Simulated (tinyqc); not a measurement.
Inside a calculation. Model: oxide trap near a transistor channel: two-state multiphonon kinetics, telegraph noise and bias instability. Computed by tinyqc, a small Python program that keeps every step. Command: `OMP_NUM_THREADS=1 python tinyqc.py 3007553 3007554 out.jsonl oxidetrap walk`. One thread of a shared host (Intel(R) Xeon(R) Processor @ 2.30GHz), about 0.01 s of CPU time with the checks. Intermediate numbers are printed to about 6 digits and carried at full precision; extremes and crossings named in words are read from the listed rows.

An n-channel device under positive gate bias. The trap is empty (state 1) or holds an electron (state 2); both states are parabolas of equal curvature, and the electron reservoir is taken at the Fermi level of the channel.

Inputs (values chosen for the exercise, with an insulator like SiO2 on silicon): insulator constant eps_ox = 3.99; insulator thickness t_ox = 2.4 nm; trap depth x from the interface = 0.52 nm; tunnel barrier phi_b = 3.02 eV; tunnelling mass m_ox = 0.46 m_0; trap level above E_F at zero field E_t = 0.26 eV; relaxation energy E_R = 1.2 eV; oxide field F = 2.5 MV/cm; attempt rate k_0 at the interface = 1e+13 1/s; temperature T = 300 K; channel width W = 130 nm; channel length L = 48 nm; frequency f = 20 Hz; stress time t_s = 0.02 s; trap density N_t = 7e+17 cm^-3 eV^-1; mean capture barrier mu_c = 0.93 eV; spread of the barriers s_c = 0.33 eV; saturation shift dV_max = 37 mV.

Parts treated: one trap and an ensemble.

Constants: hbar^2/(2 m_0) = 3.80998212 eV angstrom^2; k_B = 8.617333262e-05 eV/K; e = 1.602176634e-19 C; eps_0 = 8.8541878128e-12 F/m.

## Tunnelling factor

kappa = sqrt(2 m_ox phi_b)/hbar = sqrt(m_ox phi_b/(hbar^2/2m_0)); attenuation length lambda = 1/(2 kappa); factor exp(-x/lambda) for a rectangular barrier.

kappa = 6.03839 1/nm

attenuation length lambda = 0.0828036 nm

tunnelling factor = 0.00187355

## Barriers and time constants

E_21 = E_t - e F x is the energy of state 2 over state 1; barriers E_c = (E_R + E_21)^2/(4 E_R), E_e = E_c - E_21; tau_c = exp(E_c/k_B T)/(k_0 P), tau_e = exp(E_e/k_B T)/(k_0 P), P the tunnelling factor; occupation f_2 = tau_e/(tau_c + tau_e); 1/tau_0 = 1/tau_c + 1/tau_e.

E_21 = 0.13 eV

capture barrier E_c = 0.368521 eV

emission barrier E_e = 0.238521 eV

capture time tau_c = 8.28348e-05 s

emission time tau_e = 5.42387e-07 s

occupation f_2 = 0.00650522

tau_0 = 5.38859e-07 s

The trap is almost always empty at this bias.

## Step height and noise

Charge-sheet step dV = e (t_ox - x)/(eps_ox eps_0 W L); Lorentzian spectrum S(f) = 4 dV^2 tau_0^2/((tau_c + tau_e)(1 + (2 pi f tau_0)^2)); corner 1/(2 pi tau_0); variance dV^2 f_2 (1 - f_2) = dV^2 tau_0/(tau_c + tau_e).

threshold step dV = 1.36635 mV

corner frequency = 295356 Hz

S(f) = 2.60068e-14 V^2/Hz

root-mean-square noise = 0.109844 mV

f lies below the corner, on the flat part. Random dopants and current percolation, left out here, spread real steps around this value.

## Stress and recovery of one trap

From the zero-field occupation f(0), f(t) = f_2 + (f(0) - f_2) exp(-t/tau_0) under the field; after t_s the field is removed and f relaxes with the zero-field constants.

occupation at zero field = 4.28720e-05

tau_0 at zero field = 6.60360e-08 s

occupation after stress = 0.00650522

half-time of recovery = 4.57727e-08 s

## Bias dependence of the times

The formulas are those given above.

Against field:
```
F (MV/cm)  E_21 (eV)   tau_c (s)    tau_e (s)          f_2
0.00           0.260  0.00154031  6.60388e-08  4.28720e-05
0.75           0.221  0.00062283  1.20707e-07  1.93767e-04
1.50           0.182  0.00025809  2.26105e-07  8.75295e-04
2.00           0.156  0.00014542  3.48292e-07  2.38933e-03
2.50           0.130  0.00008283  5.42387e-07  6.50522e-03
3.00           0.104  0.00004770  8.53899e-07  1.75862e-02
3.75           0.065  0.00002128  1.72157e-06  7.48609e-02
```

ln(tau_c/tau_e) falls by e x/k_B T = 2.011 per MV/cm, which measures the depth x if the change of surface potential with bias is left aside. Over these rows tau_c shortens by 1.86 decades and tau_e lengthens by 1.42; the shares differ because E_21 is not small against E_R.

## Many traps: 1/f noise

McWhorter number fluctuations for traps uniform in depth and energy: S_V = e^2 k_B T N_t lambda/(W L C_ox^2 f), C_ox = eps_ox eps_0/t_ox. The number of traps within k_B T in energy and one decade in time is N_t k_B T lambda ln(10) W L.

C_ox = 1.47201 microF/cm^2

1/f noise S_V(f) = 1.42242e-09 V^2/Hz

active traps per decade = 0.0215299

With less than one active trap per decade a single device shows separate Lorentzians; 1/f is only the average over many devices. Caution: N_t k_B T lambda ln(10) W L, the number of active traps per decade, is below one, so S_V is only the mean over many devices.

## Many traps: shift under stress

For a normal spread of capture barriers (given for the stress field, with depth and field not resolved, k_0 being taken as the effective rate of the ensemble), traps with barrier below k_B T ln(k_0 t) are filled: dV(t) = (dV_max/2) erfc((mu_c - k_B T ln(k_0 t))/(sqrt(2) s_c)); local exponent n = d ln dV/d ln t (central difference, factor 1.01 in t).

filling front k_B T ln(k_0 t_s) = 0.672710 eV

shift after t_s = 8.05836 mV

local time exponent n = 0.105888

## Power law or saturation

The extrapolation continues the power law fitted through 10 s and 1000 s.

Against stress time:
```
t (s)     shift (mV)  local exponent  power law (mV)  shift at T + 50 K (mV)
1.00e-03      5.7427        0.120380          7.5901                  8.7950
1.00e-01      9.4975        0.098338         10.3958                 14.2387
1.00e+01     14.2387        0.077804         14.2387                 20.3854
1.00e+03     19.5022        0.059157         19.5022                 26.2140
1.00e+05     24.6396        0.042810         26.7114                 30.8559
1.00e+07     29.0481        0.029149         36.5854                 33.9605
3.00e+08     31.6165        0.020944         46.1535                 35.3567
```

The exponent falls from 0.120 to 0.021 as the front climbs the distribution, so the power law overstates the shift at 3e8 s (about ten years) by a factor 1.46. Heating by 50 K raises the shift at 1000 s by a factor 1.34: time and temperature enter only through T ln(k_0 t).

Checks made by the program: detailed balance tau_c/tau_e = exp(E_21/k_B T) (relative difference below 1e-10); the integral of S(f) against the variance (relative difference 1e-10).
